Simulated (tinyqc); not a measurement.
Worked calculation: UHF in the 6-31g basis, for H2-, spin multiplicity 2. The basis has no diffuse functions, so it cannot describe the extra electron: this is an exercise in the method, not the real anion. One step of it, computed by the program tinyqc.

Problem. Iteration 2: diagonalisation and new density. Diagonalise F' = X^T F X, C = X C', fill 2 alpha and 1 beta electrons from the bottom; D(s) = C_occ C_occ^T; the new density keeps 0.3 of the old one (damping). Each column has its largest component positive (the first on a tie).

F(alpha) (hartree), lower triangle:
```
           1H 1s      1H 2s      2H 1s     2H 2s
1H 1s   0.452777
1H 2s  -0.137071   0.016797
2H 1s  -0.169645  -0.147996   0.452777
2H 2s  -0.147996  -0.057512  -0.137071  0.016797
```

F(beta) (hartree), lower triangle:
```
           1H 1s      1H 2s      2H 1s     2H 2s
1H 1s   0.600000
1H 2s  -0.049360   0.127400
2H 1s  -0.182792  -0.156649   0.600000
2H 2s  -0.156649  -0.028278  -0.049360  0.127400
```

X, lower triangle:
```
           1H 1s      1H 2s      2H 1s     2H 2s
1H 1s   1.252968
1H 2s  -0.500092   1.585742
2H 1s  -0.008598   0.024804   1.252968
2H 2s   0.024804  -0.581010  -0.500092  1.585742
```

D(alpha) after iteration 1, lower triangle:
```
           1H 1s      1H 2s      2H 1s     2H 2s
1H 1s   0.475876
1H 2s  -0.478788   1.940339
2H 1s   0.007392   0.189804   0.475876
2H 2s   0.189804  -1.337235  -0.478788  1.940339
```

D(beta) after iteration 1, lower triangle:
```
           1H 1s      1H 2s      2H 1s     2H 2s
1H 1s   0.248309
1H 2s  -0.316554   0.703708
2H 1s  -0.218717   0.408080   0.248309
2H 2s   0.408080  -0.420628  -0.316554  0.703708
```

overlap S, lower triangle:
```
          1H 1s     1H 2s     2H 1s     2H 2s
1H 1s  1.000000
1H 2s  0.658292  1.000000
2H 1s  0.177328  0.360443  1.000000
2H 2s  0.360443  0.690969  0.658292  1.000000
```

Give: F' = X^T F X; orbital energies; coefficients C; F' = X^T F X; orbital energies; coefficients C; D(alpha) after iteration 2; D(beta) after iteration 2.

Solution.

F' = X^T F X (alpha) (hartree), lower triangle:
```
         1        2        3       4
1   0.8815
2  -0.5163   0.3953
3  -0.1151  -0.0525   0.8815
4  -0.0525  -0.1002  -0.5163  0.3953
```

orbital energies (alpha) (hartree): MO1 -0.0849, MO2 0.2189, MO3 1.1465, MO4 1.2732

coefficients C (alpha):
```
          MO1      MO2      MO3      MO4
1H 1s  0.2094   0.1381   0.9183  -0.9563
1H 2s  0.4040   1.1258  -0.6741   1.1035
2H 1s  0.2094  -0.1381   0.9183   0.9563
2H 2s  0.4040  -1.1258  -0.6741  -1.1035
```

F' = X^T F X (beta) (hartree), lower triangle:
```
         1        2        3       4
1   1.0294
2  -0.4854   0.5468
3  -0.1173  -0.1128   1.0294
4  -0.1128  -0.1557  -0.4854  0.5468
```

orbital energies (beta) (hartree): MO1 -0.0009, MO2 0.4908, MO3 1.3040, MO4 1.3583

coefficients C (beta):
```
          MO1      MO2      MO3      MO4
1H 1s  0.2011   0.1179   0.9202  -0.9590
1H 2s  0.4101   1.1488  -0.6705   1.0795
2H 1s  0.2011  -0.1179   0.9202   0.9590
2H 2s  0.4101  -1.1488  -0.6705  -1.0795
```

D(alpha) after iteration 2, lower triangle:
```
        1H 1s    1H 2s   2H 1s   2H 2s
1H 1s  0.1868
1H 2s  0.0244   1.5835
2H 1s  0.0195   0.0073  0.1868
2H 2s  0.0073  -1.1741  0.0244  1.5835
```

D(beta) after iteration 2, lower triangle:
```
         1H 1s    1H 2s    2H 1s   2H 2s
1H 1s   0.1028
1H 2s  -0.0372   0.3288
2H 1s  -0.0373   0.1802   0.1028
2H 2s   0.1802  -0.0085  -0.0372  0.3288
```
